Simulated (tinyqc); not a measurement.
Electron mobility in a silicon inversion layer, empirical terms and Matthiessen rule: effect of the reverse body bias.

Inversion layer of sheet density Ns on a uniformly doped body. The mobility terms are empirical power laws with prefactors chosen for the exercise; adding their inverses (Matthiessen) is itself an approximation.

ni = sqrt(Nc Nv) exp(-Eg/(2 Vt)), Eg in volts; Ndep = sqrt(2 eps0 eps_r Nb (2 Vt ln(Nb/ni) + Vsb)/q); E = q (Ndep + eta Ns)/(eps0 eps_r), in MV/cm. With t = T/(300 K): muC = Ac (Ns/1e12 cm^-2) t/(Nb/1e17 cm^-3 + Nit/1e11 cm^-2), muP = Ap E^(-1/3) t^(-1.75), muS = As E^(-gs); 1/mu is the sum of the inverses.

Values chosen for this exercise; material values close to those of silicon:
```
symbol,value,unit,meaning
T,300,K,temperature
Eg,1.12,eV,band gap
eps_r,11.9,,relative permittivity of the semiconductor
Nc,2.84e19,cm^-3,conduction-band density of states at T
Nv,2.65e19,cm^-3,valence-band density of states at T
Nb,6.8e16,cm^-3,body doping
eta,0.5,,weight of the inversion charge in the effective field
Ap,444,cm^2/(V s),phonon-limited mobility at 1 MV/cm and 300 K
As,628,cm^2/(V s),roughness-limited mobility at 1 MV/cm
gs,2,,exponent of the roughness term
Ac,3900,cm^2/(V s),Coulomb prefactor
Nit,4.5e11,cm^-2,charge at the interface
Ns,5.5e11,cm^-2,inversion density
```

Constants: q = 1.602176634e-19 C, kB = 1.380649e-23 J/K, Vt = kB T/q, eps0 = 8.8541878128e-14 F/cm where lengths are in cm. Results are converted to the units shown.

The same in every row: muC (cm^2/(V s)) = 414.1.

Results:
```
Vsb (V)  E (MV/cm)  muP (cm^2/(V s))  muS (cm^2/(V s))  mu (cm^2/(V s))
0           0.1712             799.6           2.142e4            269.4
0.8         0.2243             730.8           1.249e4            258.8
1.2         0.2457             708.9           1.040e4            255.0
1.6         0.2651             691.2              8939            251.7
2           0.2829             676.4              7849            248.7
2.4         0.2995             663.6              7003            246.0
```

Estimate the missing row, Vsb = 0.4 V.

Computed row:
```
Vsb (V)  E (MV/cm)  muP (cm^2/(V s))  muS (cm^2/(V s))  mu (cm^2/(V s))
0.4         0.2000             759.2           1.570e4            263.5
```

With this row back in the table: As Vsb goes from 0 to 2.4 V, E rises from 0.171 to 0.299 MV/cm and mu falls from 269 to 246 cm^2/(V s). The Coulomb term is the smallest in the first and the last row.

Numbers from tinyqc (`OMP_NUM_THREADS=1 python tinyqc.py 2510076 2510077 out.jsonl`; about 0.01 s on one thread of a shared Intel Xeon 2.30GHz).
